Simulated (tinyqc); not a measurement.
Estimate of lattice thermal conductivity from elastic moduli (Slack, Klemens and Cahill formulas): one step, computed by the program tinyqc.

An isotropic solid.

Question. Point defects and grains. High-temperature forms with the classical heat capacity. Klemens: kappa/kappa_0 = arctan(u)/u, u^2 = pi^2 Theta V Gamma kappa_0/(h v_m^2). Grains: 1/kappa_poly = 1/kappa + 1/(C v_m d/3), C = 3 k_B/(n V), the acoustic branches alone.

Inputs (values chosen for the exercise, for a model crystal):
```
quantity                     value        unit
volume per atom V             22.6  angstrom^3
atoms per primitive cell n       8           -
temperature T                  400           K
disorder parameter Gamma    0.0015           -
grain size d                 13000          nm
```

Grueneisen parameter: from thermal expansion.

kappa of the perfect crystal = 2.325229 W/(m K)

Debye temperature Theta = 274.2945 K

v_m = 2604.814 m/s

Constants: h = 6.62607015e-34 J s; k_B = 1.380649e-23 J/K.

Give: disorder scale u; kappa with point defects; grain-boundary limit; kappa of the polycrystal.

Answer.

disorder scale u = 0.2179

kappa with point defects = 2.289 W/(m K)

grain-boundary limit = 2586 W/(m K)

kappa of the polycrystal = 2.287 W/(m K)

For small u the loss is about u^2/3 = 0.016. Grains remove a further 0 %.
